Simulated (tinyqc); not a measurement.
Absorption coefficient and reflectance from two thicknesses.

Problem. With transparent contact layers the responsivity is (1 - Rf)(1 - exp(-al wi)) q lam/(h c). The second absorber is twice as thick as the first. Find al and Rf.

Inputs (values chosen for the exercise): wavelength lam = 850 nm.

Constants: q = 1.602176634e-19 C, h = 6.62607015e-34 J s, c = 299792458 m/s. Results are converted to the units shown.

responsivity for wi = 15 and 30 um (A/W): [0.37012277, 0.52990867]

Answer. The ratio of the responsivities is 1 + exp(-al w1), which gives al; either value then gives 1 - Rf.

al = 560 1/cm
Rf = 0.0500

Program tinyqc, `OMP_NUM_THREADS=1 python tinyqc.py 2250116 2250117 out.jsonl`; Intel Xeon 2.30GHz, shared host, one thread, about 0.01 s.
